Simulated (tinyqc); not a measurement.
# Depth and level of a trap from the time ratio

Problem. For an oxide trap tc/te = exp(E/Vt) with E = E0 - dpsi - (xt/tox)(Vg - VT - dpsi), dpsi being the rise of the surface potential above its value at threshold. Find xt and E0, and the depth that would be read if dpsi were ignored.

Parameters, values chosen for the exercise:
- T = 300 K (temperature)
- tox = 4.8 nm (insulator thickness)

Constants: q = 1.602176634e-19 C, kB = 1.380649e-23 J/K, Vt = kB T/q. Results are converted to the units shown.

Vg - VT (V): [0.3, 0.45]
tc/te: [2.1567168, 0.25760414]
dpsi (V): [0.067462527, 0.079183818]

Solution. E + dpsi is a straight line in the oxide voltage Vg - VT - dpsi with slope -xt/tox and intercept E0. Ignoring dpsi assigns the motion of the bands to the trap and overstates its depth.

xt = 1.50 nm
E0 = 0.160 eV
depth read without dpsi = 1.76 nm

Computed by the program tinyqc: `OMP_NUM_THREADS=1 python tinyqc.py 2710070 2710071 out.jsonl`, one thread of a shared Intel Xeon 2.30GHz, about 0.01 s for the whole run.
